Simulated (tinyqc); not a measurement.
Longitudinal sound in a periodic multilayer: transfer matrices, stop bands and folded phonons: one step, computed by the program tinyqc.

Layers 1 and 2 repeat with period d = d_1 + d_2; waves travel normal to the layers, without loss. State vector (u, s): displacement u and stress divided by omega. Impedances Z = rho v are in 1e6 kg/(m^2 s).

Question. Impedances, mean velocity and Bragg frequency. Z = rho v; interface reflection r = (Z_2 - Z_1)/(Z_2 + Z_1) (stress amplitude, from 1 into 2); Bragg frequency f_B = 1/[2 (d_1/v_1 + d_2/v_2)]; long-wave velocity v_eff = d/sqrt[(d_1/v_1)^2 + (d_2/v_2)^2 + (Z_1/Z_2 + Z_2/Z_1)(d_1/v_1)(d_2/v_2)].

Inputs (values chosen for the exercise, modelled on copper (layer 1), tantalum (layer 2) and silica (substrate)): density rho_1 = 9.08 g/cm^3; velocity v_1 = 4830 m/s; thickness d_1 = 199 nm; density rho_2 = 16.3 g/cm^3; velocity v_2 = 4170 m/s; thickness d_2 = 173 nm; substrate density = 2.22 g/cm^3; substrate velocity = 5970 m/s.

Give: Z_1; Z_2; Z of the substrate; interface reflection r; Bragg frequency f_B; long-wave velocity v_eff.

Answer.

Z_1 = 43.8564

Z_2 = 67.971

Z of the substrate = 13.2534

interface reflection r = 0.2156

Bragg frequency f_B = 6.047 GHz

long-wave velocity v_eff = 4393 m/s
